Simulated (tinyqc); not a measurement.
p-i-n power rectifier, conductivity modulation at high injection: two steps of the calculation.

A drift layer from x = -d to d (2 d = W) between ideal p+ and n+ emitters (no recombination in them). High injection, n = p, ambipolar diffusion with one lifetime; both mobilities scale as (T/300 K)^(-bt).

Values chosen for this exercise; bulk values close to those of silicon:
```
symbol    value        unit                                     meaning
T           450           K                                 temperature
mud        1220  cm^2/(V s)                     drift mobility at 300 K
bt            2              temperature exponent of the drift mobility
mup         422  cm^2/(V s)                      hole mobility at 300 K
Eg         1.16          eV                                    band gap
Nc      5.14e19       cm^-3      conduction-band density of states at T
Nv      4.87e19       cm^-3         valence-band density of states at T
J           200      A/cm^2                     forward current density
tau      1.6e-7           s                         high-level lifetime
```

Constants: q = 1.602176634e-19 C, kB = 1.380649e-23 J/K, Vt = kB T/q. Results are converted to the units shown.

Problem 1. Carrier profile. Da = 2 mun mup Vt/(mun + mup), La = sqrt(Da tau), B = (mun - mup)/(mun + mup) with mun = mud (T/300 K)^(-bt), mup likewise; n(x) = (tau J/(2 q La)) [cosh(x/La)/sinh(d/La) - B sinh(x/La)/cosh(d/La)]. 9 equal steps.

W = 14.925846 um

Find: Da; La; B; x; n.

Solution 1.

Da = 10.808 cm^2/s
La = 13.150 um
B = 0.48599

| point | x (um) | n (cm^-3) |
|---|---|---|
| 0 | -7.4629 | 1.6683e17 |
| 1 | -5.8045 | 1.5389e17 |
| 2 | -4.1461 | 1.4340e17 |
| 3 | -2.4876 | 1.3520e17 |
| 4 | -0.8292 | 1.2914e17 |
| 5 | 0.8292 | 1.2515e17 |
| 6 | 2.4876 | 1.2314e17 |
| 7 | 4.1461 | 1.2310e17 |
| 8 | 5.8045 | 1.2502e17 |
| 9 | 7.4629 | 1.2893e17 |

d/La = 0.568.

Problem 2. Forward voltage and stored charge. Ohmic drop: integral of J/(q (mun + mup) n); diffusion (Dember) drop Vt B ln(n(-d)/n(d)); both junctions together Vt ln(n(-d) n(d)/ni^2), ni = sqrt(Nc Nv) exp(-Eg/(2 Vt)), Eg in volts; V_F = the sum; stored charge q times the integral of n. Trapezoid rule; mun and mup scale as (T/300 K)^(-bt).

| point | x (um) | n (cm^-3) |
|---|---|---|
| 0 | -7.4629230 | 1.6683404e17 |
| 1 | -5.8044957 | 1.5389266e17 |
| 2 | -4.1460683 | 1.4340222e17 |
| 3 | -2.4876410 | 1.3519566e17 |
| 4 | -0.8292137 | 1.2914227e17 |
| 5 | 0.8292137 | 1.2514565e17 |
| 6 | 2.4876410 | 1.2314215e17 |
| 7 | 4.1460683 | 1.2309985e17 |
| 8 | 5.8044957 | 1.2501808e17 |
| 9 | 7.4629230 | 1.2892740e17 |

B = 0.48599269

Wanted: ohmic drop; diffusion drop; junction drops; V_F; stored charge.

Solution 2.

ohmic drop = 0.01921 V
diffusion drop = 0.004858 V
junction drops = 0.7077 V
V_F = 0.7317 V
stored charge = 32.04 uC/cm^2

Numbers from tinyqc (`OMP_NUM_THREADS=1 python tinyqc.py 2230006 2230007 out.jsonl`; about 0.01 s on one thread of a shared Intel Xeon 2.30GHz).
